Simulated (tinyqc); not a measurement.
AlGaN/GaN HEMT with access regions, lumped model: two steps of the calculation.

A polarisation-induced electron sheet under a Schottky gate, in series with two ungated access regions and contacts. Drift law v = mu E/(1 + mu E/vs) under the gate. Currents in mA/mm, resistances in ohm mm. No self-heating, no channel-length modulation; fits for polarisation, barrier and offset are chosen for the exercise.

Parameters, values chosen for the exercise; values close to those of AlGaN/GaN structures: aluminium share of the barrier x = 0.23; barrier thickness d = 15 nm; relative permittivity of barrier and channel eps_r = 9.5; channel mobility mu = 1900 cm^2/(V s); saturation velocity vs = 1.4e7 cm/s; gate length Lg = 0.5 um; source access length Ls = 0.5 um; drain access length Ld = 1.5 um; resistance of each contact Rc = 0.38 ohm mm; share of the drain-access electrons removed by traps ft = 0; gate voltage Vg = -0.5 V; drain voltage Vd = 10 V.

Constants: q = 1.602176634e-19 C, eps0 = 8.8541878128e-14 F/cm where lengths are in cm. Results are converted to the units shown.

Task 1. Polarisation charge, threshold and sheet resistance. sigma = (5e13 x + 1.6e13 x^2) cm^-2, phiB = 0.84 + 1.3 x, dEc = 0.7 (1.71 x + x^2) in volts, Cb = eps0 eps_r/d, VT = phiB - dEc - q sigma/Cb, access density n0 = -Cb VT/q. Rsh = 1/(q mu n0); largest access current q n0 vs.

Wanted: sigma; Cb; VT; n0; Rsh; q n0 vs.

Result 1.

sigma = 1.235e13 cm^-2
Cb = 0.5608 uF/cm^2
VT = -2.701 V
n0 = 9.453e12 cm^-2
Rsh = 347.5 ohm
q n0 vs = 2120 mA/mm

Task 2. Drain current. Access resistance R(L, n) = L/(q mu n sqrt(1 - (I/(q n vs))^2)); Rs = Rc + R(Ls, n0), Rd = Rc + R(Ld, (1 - ft) n0). Vg' = Vg - I Rs, Vd' = Vd - I (Rs + Rd); with u = Vg' - VT, Vc = vs Lg/mu and w the smaller of Vd' and Vc [sqrt(1 + 2 u/Vc) - 1] (0 if negative), the channel gives (mu Cb/Lg)(u w - w^2/2)/(1 + w/Vc). I(new) is that channel current.

I after iteration 1 = 791.41249 mA/mm
VT = -2.7008614 V
Cb = 0.56076523 uF/cm^2
n0 = 9.4530724e12 cm^-2

Wanted: Rs; Rd; Vg'; Vd'; channel current; I after iteration 2.

Result 2.

Rs = 0.56729 ohm mm
Rd = 0.94186 ohm mm
Vg' = -0.94896 V
Vd' = 8.8056 V
channel current = 726.91 mA/mm
I after iteration 2 = 726.91 mA/mm

Numbers from tinyqc (`OMP_NUM_THREADS=1 python tinyqc.py 2570138 2570139 out.jsonl`; about 0.01 s on one thread of a shared Intel Xeon 2.30GHz).
